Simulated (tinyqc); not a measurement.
Hot electrons in a saturated n-channel MOSFET, lucky-electron model: two steps of the calculation.

Beyond pinch-off the lateral field grows as Esat cosh(y/l) over the velocity-saturated region (pseudo-two-dimensional model). Impact ionisation in this region gives the substrate current, which biases the body forward through Rsub. Currents are per width. Local-field laws: they overstate ionisation when the field peak is narrower than an energy relaxation length.

Inputs (values chosen for the exercise); values close to those of silicon n-channel devices:

| symbol | value | unit | meaning |
|---|---|---|---|
| L | 0.8 | um | channel length |
| tox | 20 | nm | oxide thickness |
| VT | 0.75 | V | threshold |
| vs | 7.3e6 | cm/s | saturation velocity |
| Ai | 2e6 | 1/cm | ionisation prefactor |
| Bi | 1.75 | MV/cm | ionisation field |
| Rd | 700 | ohm um | resistance of the lightly doped drain |
| Rsub | 6000 | ohm um | substrate resistance |
| kb | 0.2 |  | fall of VT per volt of forward body bias |
| lm | 8.1 | nm | hot-electron mean free path |
| pb | 3.2 | V | oxide barrier |
| Cg | 0.0033 |  | prefactor of the gate current |
| m | 3.3 |  | lifetime exponent |
| Hl | 2400 | s uA/um | lifetime constant |
| Vd | 3.7 | V | drain voltage |
| Vg | 2.3 | V | gate voltage |

Constants: eps0 = 8.8541878128e-14 F/cm where lengths are in cm. Results are converted to the units shown.

Question 1. Body bias from the substrate current. Cox = 3.9 eps0/tox. Overdrive g = Vg - VT + kb Vb; Vdsat = g Esat L/(g + Esat L); Id = Cox vs (g - Vdsat); dV = Vd - Id Rd - Vdsat; Em = sqrt((dV/l)^2 + Esat^2); Isub = Id (Ai/Bi) l Em exp(-Bi/Em). Vb(new) = Rsub Isub.

Vb at the start = 0 V
l = 120 nm
Esat = 0.050344828 MV/cm

Give: Vdsat; Id; dV; Em; Isub; Vb after iteration 1.

Answer 1.

Vdsat = 1.119 V
Id = 54.29 uA/um
dV = 2.543 V
Em = 0.2178 MV/cm
Isub = 0.05252 uA/um
Vb after iteration 1 = 3.151e-4 V

Question 2. Gate current, lifetime and channel shortening. Ig = Cg Id exp(-pb/(lm Em)); lifetime tau = (Hl/Id)(Isub/Id)^(-m); length of the saturated region dL = l ln[(dV/l + Em)/Esat]. 1 year = 3.15576e7 s.

Id = 54.294235 uA/um
dV = 2.5427031 V
Em = 0.21779070 MV/cm
Isub = 0.052517845 uA/um
l = 120 nm
Esat = 0.050344828 MV/cm

Wanted: Isub/Id; Ig; tau; dL.

Answer 2.

Isub/Id = 9.673e-4
Ig = 0.002373 pA/um
tau = 1.242e4 years
dL = 257.3 nm

The lifetime exceeds ten years.

Program tinyqc, `OMP_NUM_THREADS=1 python tinyqc.py 2550173 2550174 out.jsonl`; Intel Xeon 2.30GHz, shared host, one thread, about 0.01 s.
